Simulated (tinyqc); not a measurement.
# Trap density from one capacitance

Inverse problem. Traps spread evenly through the insulator exchange electrons with the semiconductor by tunnelling, with tau(x) = t0 exp(2 ka x) at depth x from the interface. The admittance per area Y seen at depth x obeys dY/dx = -Y^2/(i w eps0 eox) + q Nb ln(1 + i w tau)/tau, with Y(0) = i w Cs and w = 2 pi f; the gate sees Y(tox) = G + i w C. Working variable y = Y/(i w), in uF/cm^2. Cox = eps0 eox/tox. Find Nb and G/w.

Inputs (values chosen for the exercise): relative permittivity of the insulator eox = 4.07; insulator thickness tox = 8.7 nm; semiconductor capacitance in accumulation Cs = 6.5 uF/cm^2; decay constant of the wave function in the insulator ka = 4.6 1/nm; time constant of a trap at the interface t0 = 9e-9 s; frequency f = 1e6 Hz.

Constants: q = 1.602176634e-19 C, eps0 = 8.8541878128e-14 F/cm where lengths are in cm. Results are converted to the units shown.

C = 0.39162453 uF/cm^2

Answer. C rises steadily with Nb, so one density matches; in practice ka and t0 must come from the frequency dependence.

Nb = 4.500e19 cm^-3 eV^-1
G/w = 0.001300 uF/cm^2

tinyqc, about 0.7 s, one thread, Intel Xeon 2.30GHz (shared host): `OMP_NUM_THREADS=1 python tinyqc.py 2202073 2202074 out.jsonl`
